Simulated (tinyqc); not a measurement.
One-diode model of a solar cell: two steps of the calculation.

J is the current delivered and Vj = V + J Rs the junction voltage. J = X JL - J01 (exp(Vj/(n1 Vt)) - 1) - Vj/Rp. The photocurrent does not depend on voltage.

Parameters, values chosen for the exercise; values of the order met in cells of silicon: temperature T = 348 K; photocurrent at one sun JL = 32.8 mA/cm^2; concentration X = 50 suns; saturation current of the diode J01 = 1.2e-6 A/cm^2; ideality factor of the diode n1 = 1.46; series resistance Rs = 0 ohm cm^2; shunt resistance Rp = 400 ohm cm^2; incident power at one sun Pin = 100 mW/cm^2.

Constants: q = 1.602176634e-19 C, kB = 1.380649e-23 J/K, Vt = kB T/q. Results are converted to the units shown.

Problem 1. New Vj. Open circuit: J(Vj) = 0. G = -dJ/dVj = J01 exp(Vj/(n1 Vt))/(n1 Vt) + 1/Rp. Vj(new) = Vj + J/G.

Vj after iteration 2 = 0.64913102 V

Give: J; G; Vj after iteration 3.

Solution 1.

J = -1658 mA/cm^2
G = 75.30 S/cm^2
Vj after iteration 3 = 0.6271 V

Problem 2. Figures of merit. Jsc at V = 0, Voc at J = 0, the maximum power point where J (1 + 2 Rs G) = G Vj with G = -dJ/dVj; FF = Vmp Jmp/(Voc Jsc); efficiency Vmp Jmp/(X Pin). Empirical fill factor without parasitics FF0 = (v - ln(v + 0.72))/(v + 1), v = Voc/(n1 Vt).

Wanted: Jsc; Voc; Vmp; Jmp; FF; efficiency; FF0.

Solution 2.

Jsc = 1640 mA/cm^2
Voc = 0.6185 V
Vmp = 0.5076 V
Jmp = 1509 mA/cm^2
FF = 0.7549
efficiency = 15.32 %
FF0 = 0.7555

FF is 0.080 % below FF0. Removing one loss at a time changes the efficiency by: shunt +0.01 points.

Computed by the program tinyqc: `OMP_NUM_THREADS=1 python tinyqc.py 2280007 2280008 out.jsonl`, one thread of a shared Intel Xeon 2.30GHz, about 0.01 s for the whole run.
